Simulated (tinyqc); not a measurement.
## Electron density from the filling shift

Question. At zero temperature the Burstein-Moss shift of one parabolic valley is (C/me + C/mh) kF^2 with kF = (3 pi^2 n)^(1/3), C = hbar^2/(2 m0). Find kF and n.

Inputs (values chosen for the exercise):

| symbol | value | unit | meaning |
|---|---|---|---|
| me | 0.102 | m0 | electron mass |
| mh | 0.692 | m0 | hole mass |

Constants: q = 1.602176634e-19 C, hbar = 1.054571817e-34 J s, m0 = 9.1093837015e-31 kg, hbar^2/(2 m0) = 0.0380998212 eV nm^2. Results are converted to the units shown.

filling shift = 350.70706 meV

Solution. The shift gives kF^2, and n = kF^3/(3 pi^2).

kF = 0.905 1/nm
n = 2.50e19 cm^-3

Program tinyqc, `OMP_NUM_THREADS=1 python tinyqc.py 2330144 2330145 out.jsonl`; Intel Xeon 2.30GHz, shared host, one thread, about 0.01 s.
